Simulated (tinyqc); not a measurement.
Inside a calculation. Model: chemically amplified photoresist: aerial image, acid generation, bake, development and line width. Computed by tinyqc, a small Python program that keeps every step. Command: `OMP_NUM_THREADS=1 python tinyqc.py 3007345 3007346 out.jsonl resist walk`. One thread of a shared host (Intel(R) Xeon(R) Processor @ 2.30GHz), about 0.02 s of CPU time with the checks. Intermediate numbers are printed to about 5 digits and carried at full precision; extremes and crossings named in words are read from the listed rows.

Lines and spaces of pitch p with a two-beam-like image; x = 0 is the middle of the bright space. The resist is positive and treated as uniform in depth.

Inputs (values chosen for the exercise, for a model resist at 248 nm):
```
quantity                                         value     unit
pitch p                                            260       nm
image contrast c                                   0.7        -
mean dose E                                       5.81  mJ/cm^2
Dill parameter C                                 0.029  cm^2/mJ
quencher load q, relative to the acid generator   0.11        -
acid diffusivity D                                0.84   nm^2/s
bake time t                                         90        s
amplification rate k_amp                         0.048      1/s
threshold protection m_th                         0.43        -
development selectivity n                            3        -
largest rate r_max                                 380     nm/s
smallest rate r_min                               0.02     nm/s
resist thickness d                                 240       nm
development time t_d                                45        s
photon energy                                        5       eV
absorption coefficient alpha                      0.98     1/um
```

## Acid image and its blur

Dose E(x) = E [1 + c cos(2 pi x/p)]; acid h = 1 - exp(-C E(x)). Bake: the acid image is blurred by a Gaussian of variance sigma^2 = 2 D t (each Fourier term k of h, taken on 64 points, is multiplied by exp(-4 pi^2 k^2 D t/p^2)). Cosine coefficients: h(x) = sum_k h_k cos(2 pi k x/p).

diffusion length sigma = sqrt(2 D t) = 12.296 nm

h_0 to h_4 before the bake: 0.15212  0.09983  -0.00294  0.00006  0.00000

h_0 to h_4 after the blur: 0.15212  0.09552  -0.00247  0.00004  0.00000

blur factor of the first harmonic = 0.95681

sigma/p = 0.047; the blur keeps 96 % of the modulation.

## From image to dissolution rate

The quencher then removes q, h_eff = max(h_blurred - q, 0); protection m = exp(-k_amp t h_eff). Mack rate r = r_max (a + 1)(1 - m)^n/(a + (1 - m)^n) + r_min, a = ((n + 1)/(n - 1))(1 - m_th)^n.

Across half a pitch:
```
x/p   x (nm)  dose (mJ/cm^2)  blurred acid  protection m  rate (nm/s)
0.00       0          9.8770       0.24521        0.5576   9.8686e+01
0.05      13          9.6779       0.24099        0.5679   9.3180e+01
0.10      26          9.1003       0.22862        0.5990   7.7219e+01
0.15      39          8.2005       0.20899        0.6521   5.3197e+01
0.20      52          7.0668       0.18360        0.7276   2.6956e+01
0.25      65          5.8100       0.15458        0.8248   7.4717e+00
0.30      78          4.5532       0.12463        0.9388   3.4274e-01
0.35      91          3.4195       0.09678        1.0000   2.0000e-02
0.40     104          2.5197       0.07410        1.0000   2.0000e-02
0.45     117          1.9421       0.05926        1.0000   2.0000e-02
0.50     130          1.7430       0.05410        1.0000   2.0000e-02
```

The dose varies by a factor 5.67 across the pattern and the rate by 4930.

## Space width and dose latitude

Edge: vertical development clears the film where r t_d >= d; the space width is twice the x where r = d/t_d. Dose sensitivity = d ln(width)/d ln E from widths at 1.005 E and E/1.005; image log-slope at the edge = |d ln E/dx|, normalised by the width (NILS); latitude for 10 % of width = 10 %/sensitivity.

space width = 134.54 nm

dose sensitivity = 0.88047

NILS = 2.3631

dose latitude = 11.358 %

At the same width a resist without blur would give a sensitivity 2/NILS = 0.846; the blur multiplies it by 1.04. Caution: lateral development, standing waves and the joint diffusion of acid and quencher are left out, so widths are indicative.

## Photon statistics at the edge

The edge lies at x = width/2. Absorbed photons per volume N = E(edge) alpha/(photon energy), 1 mJ/cm^2 = 62.41509 eV/nm^2, alpha in 1/nm; a Gaussian blur averages over a volume V = (2 sqrt(pi) sigma)^3; relative noise 1/sqrt(N V); edge noise sigma_x = (dh/d ln E) noise/|dh/dx|, with both derivatives of the blurred acid at the edge.

absorbed photons N = 0.068349 1/nm^3

photons in the blur volume = 5660.8

edge noise from photons = 0.78719 nm

Caution: the noise counts photons alone (acid and quencher statistics add to it) and takes the film as thicker than the blur; a thinner film averages in two dimensions only.

## Blur against noise

For each sigma the edge is held at x = p/4; N is taken at the mean dose; edge noise = (dh/d ln E)/(sqrt(N V) |dh/dx|), both derivatives taken of the blurred acid, V = (2 sqrt(pi) sigma)^3, N = E alpha/(photon energy), 1 mJ/cm^2 = 62.41509 eV/nm^2.

Trade-off:
```
sigma/p  sigma (nm)  blur factor  photons in V  edge noise (nm)
0.02            5.2      0.99214    4.4519e+02           2.8203
0.04           10.4      0.96891    3.5615e+03           1.0174
0.07           18.2      0.90781    1.9088e+04           0.4652
0.10           26.0      0.82087    5.5649e+04           0.2986
0.14           36.4      0.67917    1.5270e+05           0.2157
0.18           46.8      0.52753    3.2454e+05           0.1895
0.22           57.2      0.38467    5.9255e+05           0.1919
0.27           70.2      0.23717    1.0953e+06           0.2288
0.33           85.8      0.11653    1.9999e+06           0.3445
```

The noise is least near sigma/p = 0.18 among these rows. More diffusion averages over more photons (noise falls as sigma^(-3/2)) until it erases the image slope (factor exp(-2 pi^2 sigma^2/p^2)); for a pure cosine the two balance at sigma/p = sqrt(3/8)/pi = 0.195. Caution: for a film thinner than the blur the noise falls as 1/sigma only, and the optimum moves to sigma/p = 1/(2 pi) = 0.159.

Checks made by the program: sensitivity 2/NILS in the limit of no diffusion (relative difference 1e-06).
